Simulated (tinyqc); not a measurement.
# Haynes-Shockley experiment: drift, diffusion and decay of a minority-carrier pulse, step by step

A worked calculation. Computed by tinyqc, a small Python program that keeps every step. Command: `OMP_NUM_THREADS=1 python tinyqc.py 3111710 3111711 out.jsonl haynes walk`. One thread of a shared host (Intel(R) Xeon(R) Processor @ 2.30GHz), about 0.01 s of CPU time with the checks. Intermediate numbers are printed to about 7 digits and carried at full precision; extremes and crossings named in words are read from the listed rows.

A thin sheet of excess carriers is made at x = 0, t = 0 in a long uniform bar; injection is low, so the pulse moves with the minority mobility.

Inputs (values chosen for the exercise, modelled on electrons in p-type germanium in a lightly doped bar):
```
quantity                     value         unit
minority mobility mu          3800   cm^2/(V s)
lifetime tau                   440  microsecond
temperature T                  250            K
field F                         23         V/cm
distance d to the collector   0.24           cm
second distance d2            0.38           cm
injected sheet density N0    6e+09       1/cm^2
```

Constants: k_B = 8.617333262e-05 eV/K.

## Transport coefficients

D = mu k_B T/e, v = mu F. Transit time d/v, diffusion length sqrt(D tau), drift length v tau, Peclet number v d/D = e F d/(k_B T).

D = 81.86467 cm^2/s

drift velocity v = 87400 cm/s

transit time d/v = 2.745995 microsecond

diffusion length = 1897.906 micrometre

drift length v tau = 38.456 cm

Peclet number = 256.2278

The pulse must travel 0.00624 drift lengths.

## The signal at the collector

dn(x, t) = N0/sqrt(4 pi D t) exp(-(x - v t)^2/(4 D t) - t/tau). At fixed x the signal peaks where d ln(dn)/dt = 0: a t^2 + t/2 - x^2/(4 D) = 0 with a = v^2/(4 D) + 1/tau. The full width at half maximum is found by solving dn(x, t) = peak/2 on both sides of the peak.

time of the peak t_p = 2.735167 microsecond

peak density = 1.122980e+11 1/cm^3

width at half maximum = 0.5697979 microsecond

The peak comes 0.39 % before d/v, since spreading and recombination both weaken the later part of the pulse.

## Shape in time

Times are 0.7, 0.8, 0.9, 0.95, 1, 1.05, 1.1, 1.2 and 1.4 t_p.

Signal at d:
```
t/t_p  t (microsecond)   dn (1/cm^3)       dn/peak
0.70          1.914617  2.962889e+07  2.638416e-04
0.80          2.188133  4.559444e+09  4.060128e-02
0.90          2.461650  5.510690e+10  4.907201e-01
0.95          2.598408  9.487542e+10  8.448538e-01
1.00          2.735167  1.122980e+11  1.000000e+00
1.05          2.871925  9.641298e+10  8.585456e-01
1.10          3.008683  6.273126e+10  5.586141e-01
1.20          3.282200  1.328068e+10  1.182628e-01
1.40          3.829233  7.450741e+07  6.634792e-04
```

At 0.9 and 1.1 t_p the signal is 0.491 and 0.559 of its peak: the trailing side is the wider one.

## Simple reading of the pulse

With w the full width at half maximum: mu = d/(F t_p); D = (w d)^2/(16 ln2 t_p^3); Einstein ratio D/mu against k_B T/e.

apparent mobility = 3815.045 cm^2/(V s)

apparent D = 82.40762 cm^2/s

apparent D/mu = 21.60070 mV

error of mu = 0.3959106 %

error of D = 0.6632323 %

The true k_B T/e is 21.54 mV.

## Two distances

Differences remove part of the bias: mu = (d2 - d)/(F (t_p2 - t_p)). The time-integrated signal is A(x) = (N0/u) exp(x (v - u)/(2 D)), u = sqrt(v^2 + 4 D/tau); the simple lifetime is tau = (t_p2 - t_p)/ln(A(d)/A(d2)).

t_p2 = 4.336912 microsecond

mobility from two distances = 3800.203 cm^2/(V s)

area ratio A(d)/A(d2) = 1.003647

lifetime from areas = 439.9872 microsecond

Errors: mobility +0.01 % (one distance +0.40 %), lifetime 0.00 %.

## How the errors depend on the field

With w that width: mu = d/(F t_p); D = (w d)^2/(16 ln2 t_p^3). The field is scaled by the factors listed.

Errors of the simple reading:
```
factor  F (V/cm)     v d/D  v^2 tau/(4 D)  error of mu (%)  error of D (%)
0.5         11.5   128.114         2566.0        0.8030848        1.331216
0.7         16.1   179.359         5029.4        0.5690348        0.948940
1.0         23.0   256.228        10264.1        0.3959106        0.663232
1.5         34.5   384.342        23094.1        0.2626887        0.441618
2.5         57.5   640.569        64150.4        0.1570124        0.264711
4.0         92.0  1024.911       164224.9        0.0979215        0.165353
7.0        161.0  1793.594       502938.8        0.0558689        0.094450
```

The error of mu falls from 0.803 to 0.0559 %. For large v d/D it is about D/(v d) + 2 D/(v^2 tau), here 0.0559 % in the last row: one part from spreading, one from recombination.

Checks made by the program: area of the signal against its closed form (relative difference below 1e-10).
